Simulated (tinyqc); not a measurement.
From results back to parameters: two-dimensional electron gas with Rashba and Dresselhaus coupling. Four cases, with inputs chosen for the exercise.

Problem. For pure Rashba coupling above the band crossing, k_outer - k_inner = al m/c with c = hbar^2/2m0, and each branch holds k^2/(4 pi) electrons per area. Beating of Shubnikov-de Haas oscillations gives the two densities; those below come from a hidden al (1e11/cm^2 = 1e-5/angstrom^2).

Constants: hbar^2/2m0 = 3.80998211 eV angstrom^2.

Case 1.

Values chosen (out of a larger set: of the size met in GaAs; not measured data): m = 0.0636 m0 (mass).

densities (1e11/cm^2): outer 4.443730, inner 4.356270

Case 2.

Values chosen (out of a larger set: of the size met in InGaAs; not measured data): m = 0.0431 m0 (mass).

densities (1e11/cm^2): outer 3.956639, inner 2.643361

Case 3.

Values chosen (out of a larger set: of the size met in GaN; not measured data): m = 0.2267 m0 (mass).

densities (1e11/cm^2): outer 5.567219, inner 5.432781

Case 4.

Values chosen (out of a larger set: of the size met in InAs; not measured data): m = 0.025 m0 (mass).

densities (1e11/cm^2): outer 3.555682, inner 2.944318

Find: k_outer, k_inner; al.

Solution. k = sqrt(4 pi n) for each branch, and al = c (k_outer - k_inner)/m.

Case 1.

k_outer, k_inner (1/angstrom): 0.02363  0.02340

al = 0.0140 eV angstrom

Case 2.

k_outer, k_inner (1/angstrom): 0.02230  0.01823

al = 0.360 eV angstrom

Case 3.

k_outer, k_inner (1/angstrom): 0.02645  0.02613

al = 0.00540 eV angstrom

Case 4.

k_outer, k_inner (1/angstrom): 0.02114  0.01924

al = 0.290 eV angstrom

Computed by tinyqc, one run a case: `OMP_NUM_THREADS=1 python tinyqc.py N N+1 out.jsonl` with N = 1482490, 1482547, 1482632, 1482835; one thread of a shared Intel(R) Xeon(R) Processor @ 2.30GHz, about 0.01 s a run at most.
